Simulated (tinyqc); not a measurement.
From threshold to a deep level: deep level as a short-range spherical well.

A spherical well of radius R and depth V0 below the conduction edge, one mass m, c = hbar^2/2m0. The s level at binding Et solves k cot(k R) = -kappa with k = sqrt(m (V0 - Et)/c), kappa = sqrt(m Et/c); it exists for V0 > Vc = c (pi/2R)^2/m. Outside, psi falls as exp(-kappa r)/r.

Constants: hbar^2/2m0 = 3.80998211 eV angstrom^2.

Inputs chosen for the exercise (out of a larger set: near those of Ge; not measured data): R = 3.9 angstrom (radius of the well); m = 0.117 m0 (mass); fV = (1.04, 1.15, 1.34, 1.72, 2.41, 3.06, 5.08) (V0/Vc).

Et against the depth at fixed R; near threshold Et = (pi^2/16)(V0 - Vc)^2/Vc.

Results:
```
V0/Vc  V0 (eV)   Et (eV)  threshold form (eV)  1/kappa (angstrom)  share outside
1.04     5.494  0.005065             0.005214                80.2          0.953
1.15     6.075   0.06611              0.07332                22.2          0.841
1.34     7.079    0.3026               0.3767                10.4          0.696
1.72     9.086     1.118                1.689                 5.4          0.509
2.41    12.731     3.269                6.478                 3.2          0.332
3.06    16.165     5.725                13.83                 2.4          0.245
5.08    26.836     14.53                54.24                 1.5          0.127
```

How do the results move, and what explains it?

The threshold form holds to 10 % up to V0/Vc = 1.04 of those listed. There the state is mostly outside the well (95 % in the first row) and knows only Et, which is why a delta-well model works; more than half is inside from V0/Vc = 2.41 on. A second s level would need V0/Vc > 9. From V0/Vc = 1.72 on Et exceeds the gap of the host, about 0.7 eV, so those rows only show the model.

Computed by tinyqc, a small Python program: `OMP_NUM_THREADS=1 python tinyqc.py 1250757 1250758 out.jsonl` (the numbers bound the seed that draws the inputs); one thread of a shared host (Intel(R) Xeon(R) Processor @ 2.30GHz), about 0.01 s for the whole set of steps.
